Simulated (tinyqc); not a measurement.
Width of the well: quantum-confined Stark effect in a modulator well.

Envelopes on cells of 0.5 angstrom over the well |z| < L/2 and 45 angstrom of barrier on each side, psi = 0 beyond, psi'/m continuous (mean mass between points), c = hbar^2/2m0. The electron sees + e F z and the hole - e F z, each with its offset in the barriers; 1 kV/cm = 1e-5 eV/angstrom. Light holes, band mixing and escape by tunnelling are left out.

Exciton: in-plane function exp(-rho/lam), 1/mu = 1/me + 1/mp, E(lam) = c/(mu lam^2) - (q/eps) times the integral over k of Fm(k)(1 + (k lam/2)^2)^(-3/2), Fm(k) the double integral of psi_e^2 psi_h^2 exp(-k |z - z'|), q = e^2/(4 pi eps0); binding Eb = -E at the minimum. Line at Eg + E_e + E_h - Eb, strength proportional to overlap^2/lam^2.

Constants: hbar^2/2m0 = 3.80998211 eV angstrom^2; e^2/(4 pi eps0) = 14.39964547 eV angstrom; hc = 1239.841984 eV nm.

Parameters, chosen for this exercise (near those of a GaAs well in AlGaAs; the results hold for these values, not for the real material):
```
symbol  value                        unit      meaning
Vc      0.259                        eV        conduction offset
Vv      0.143                        eV        heavy-hole offset
me      0.0685                       m0        electron, well
meb     0.0949                       m0        electron, barrier
mh      0.344                        m0        heavy hole along z, well
mhb     0.401                        m0        heavy hole, barrier
Eg      1.402                        eV        gap of the well
mp      0.169                        m0        heavy hole in the plane
eps     12.4                                   dielectric constant
Ls      (56, 74, 92, 112, 136, 164)  angstrom  widths
F_L     97                           kV/cm     field for this table
```

Zero-field line, its shift at F_L and the relative strength.

Results:
```
L (angstrom)  line at F = 0 (nm)  Eb (meV)  shift (meV)  relative strength  shift x strength (meV)
56                         839.3     10.38        -4.57              0.865                    3.95
74                         854.3      9.80        -9.01              0.669                    6.03
92                         863.5      9.28       -15.72              0.417                    6.55
112                        870.0      8.78       -25.69              0.193                    4.95
136                        874.9      8.27       -40.63              0.057                    2.33
164                        878.4      7.76       -61.24              0.010                    0.61
```

What does the comparison show?

The shift grows with exponent 2.44 in L over the first two rows and 2.19 over the last two, against 4 for hard walls at second order; leakage lowers it in narrow wells and saturation in wide ones. The strength falls from 0.86 to 0.01, and the product of the two is largest at 92 angstrom.

Run: tinyqc, `OMP_NUM_THREADS=1 python tinyqc.py 1250721 1250722 out.jsonl`; Intel(R) Xeon(R) Processor @ 2.30GHz, one thread, shared host; about 0.1 s of CPU time with all checks.
